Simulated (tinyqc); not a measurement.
## True capacitance, leakage and series resistance from two frequencies

Question. A capacitance C in parallel with G and in series with Rs is measured as Cp and D = Gp/(w Cp) at two frequencies. The series reading Cs = Cp (1 + D^2) equals C + G^2/(w^2 C), and Re Z = D/(w Cp (1 + D^2)) = Rs + G/(G^2 + w^2 C^2). Find C, G and Rs.

f (Hz): [50000, 5e5]
Cp (pF): [8.07746993, 8.07746766]
D: [0.0403767755, 0.00456524935]

Answer. w^2 Cs = w^2 C + G^2/C is a straight line in w^2 with slope C; the intercept gives G, and the real part then gives Rs.

C = 8.08 pF
G = 0.102 uS
Rs = 21.0 ohm

Program tinyqc, `OMP_NUM_THREADS=1 python tinyqc.py 2022098 2022099 out.jsonl`; Intel Xeon 2.30GHz, shared host, one thread, about 0.01 s.
